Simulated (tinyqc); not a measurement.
Composition and strain of an epitaxial Si(1-x)Ge(x) layer from Raman and X-ray peaks: one step, computed by the program tinyqc. Command: `OMP_NUM_THREADS=1 python tinyqc.py 3026061 3026062 out.jsonl epiraman walk`. One thread of a shared host (Intel(R) Xeon(R) Processor @ 2.30GHz), about 0.01 s of CPU time with the checks.

A (001) layer, biaxially strained in the plane. The Raman peaks follow empirical lines omega = w0 + c1 x + c3 x^3 + b eps (c3 for Si-Ge alone), with eps the in-plane strain.

Problem. Lattice constants and strain. Relaxed lattice constant a(x) = a_Si + (a_Ge - a_Si) x - B x (1 - x). In-plane constant a_par = a_sub + R (a(x) - a_sub); eps = a_par/a(x) - 1; eps_perp = -(2 C12/C11) eps with 2 C12/C11 linear in x; a_perp = a(x) (1 + eps_perp).

Inputs (values chosen for the exercise, modelled on silicon-germanium):
```
quantity                value      unit
Ge fraction x            0.85         -
degree of relaxation R      0         -
lattice constant of Si  5.431  angstrom
lattice constant of Ge  5.658  angstrom
bowing B                0.028  angstrom
2 C12/C11 of Si         0.773         -
2 C12/C11 of Ge          0.75         -
```

Substrate: silicon.

Give: relaxed constant a(x); substrate constant a_sub; a_par; in-plane strain eps; strain along the normal; a_perp.

Solution.

relaxed constant a(x) = 5.62038 angstrom

substrate constant a_sub = 5.431 angstrom

a_par = 5.431 angstrom

in-plane strain eps = -33.695 per mille

strain along the normal = 25.388 per mille

a_perp = 5.7631 angstrom

The layer is under compression in the plane and is stretched along the normal. Caution: strains above 2 % survive only in layers a few nanometres thick, and the linear relations lose accuracy.
